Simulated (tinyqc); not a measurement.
Oxide trap near a transistor channel: two-state multiphonon kinetics, telegraph noise and bias instability: one step, computed by the program tinyqc. Command: `OMP_NUM_THREADS=1 python tinyqc.py 3003716 3003717 out.jsonl oxidetrap walk`. One thread of a shared host (Intel(R) Xeon(R) Processor @ 2.30GHz), about 0.01 s of CPU time with the checks.

An n-channel device under positive gate bias. The trap is empty (state 1) or holds an electron (state 2); both states are parabolas of equal curvature, and the electron reservoir is taken at the Fermi level of the channel.

Task: Step height and noise. Charge-sheet step dV = e (t_ox - x)/(eps_ox eps_0 W L); Lorentzian spectrum S(f) = 4 dV^2 tau_0^2/((tau_c + tau_e)(1 + (2 pi f tau_0)^2)); corner 1/(2 pi tau_0); variance dV^2 f_2 (1 - f_2) = dV^2 tau_0/(tau_c + tau_e).

Inputs (values chosen for the exercise, with an insulator like Al2O3 on silicon):

| quantity | value | unit |
|---|---|---|
| insulator constant eps_ox | 9.03 | - |
| insulator thickness t_ox | 2.6 | nm |
| trap depth x from the interface | 0.35 | nm |
| oxide field F | 7 | MV/cm |
| temperature T | 450 | K |
| channel width W | 150 | nm |
| channel length L | 23 | nm |
| frequency f | 10000 | Hz |

Parts treated: one trap.

tau_0 = 4.250995e-08 s

capture time tau_c = 4.617886e-08 s

emission time tau_e = 5.350525e-07 s

Constants: e = 1.602176634e-19 C; eps_0 = 8.8541878128e-12 F/m.

Give: threshold step dV; corner frequency; S(f); root-mean-square noise.

Result:

threshold step dV = 1.3069 mV

corner frequency = 3.7439e+06 Hz

S(f) = 2.1240e-14 V^2/Hz

root-mean-square noise = 0.35343 mV

f lies below the corner, on the flat part. Random dopants and current percolation, left out here, spread real steps around this value. Caution: a field 1.5 times as high comes near the usual breakdown field of such an insulator.
